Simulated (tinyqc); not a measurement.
Worked calculation: lattice vibrations of a chain. Computed by tinyqc, a small Python program that keeps every step. Command: `OMP_NUM_THREADS=1 python tinyqc.py 29433 29434 out.jsonl` (the two numbers bound the seeds that draw the settings). One thread of a shared host (Intel(R) Xeon(R) Processor @ 2.60GHz), about 0.01 s of CPU time with the checks.

## Dynamical matrix at q = 0.23

A chain moving along its axis:
```
atom   mass (u)  spring to the next atom (eV/angstrom^2)
1     57.000000                                25.000000
2     62.900000                                 3.300000
```

q is in units of 2 pi/a. A spring k from atom i to atom j, n cells on, adds k to Phi_ii and Phi_jj, -k exp(2 pi i q n) to Phi_ij and the conjugate to Phi_ji (for one atom a cell: 2k (1 - cos 2 pi q n)); D_ij = Phi_ij / sqrt(m_i m_j).

D(q) (eV/(angstrom^2 u)):
$$\begin{pmatrix}
0.496491 & -0.424427+0.054678i \\
-0.424427-0.054678i & 0.449921
\end{pmatrix}$$

## Frequencies

omega^2 are the eigenvalues; wavenumber = 521.4708 sqrt(eigenvalue) 1/cm.

eigenvalues: [0.044638, 0.901774]

wavenumbers (1/cm): [110.2, 495.2]

weights |e|^2 of the mass-weighted modes, order atom 1, atom 2:
$$\begin{pmatrix}
0.472834 & 0.527166 \\
0.527166 & 0.472834
\end{pmatrix}$$

## Dispersion and heat capacity

C/k_B per atom = mean over q = (j + 1/2)/80, j = 0..39 and all branches of y^2 e^y/(e^y - 1)^2, y = hc wavenumber / k_B T.

Wavenumbers (1/cm):
```
q           branch 1    branch 2
0.000000    0.000000  507.306094
0.062500   31.788806  506.309140
0.125000   62.714509  503.414704
0.187500   91.867846  498.918603
0.250000  118.249674  493.332026
0.312500  140.741415  487.392375
0.375000  158.121802  482.034199
0.437500  169.184630  478.263561
0.500000  172.992583  476.899402
```

Heat capacity:
```
T (K)  C/k_B per atom
20           0.091690
50           0.248826
100          0.420056
200          0.662967
300          0.806756
600          0.942216
1200         0.984837
```

zero-point energy per atom = 18.611763 meV
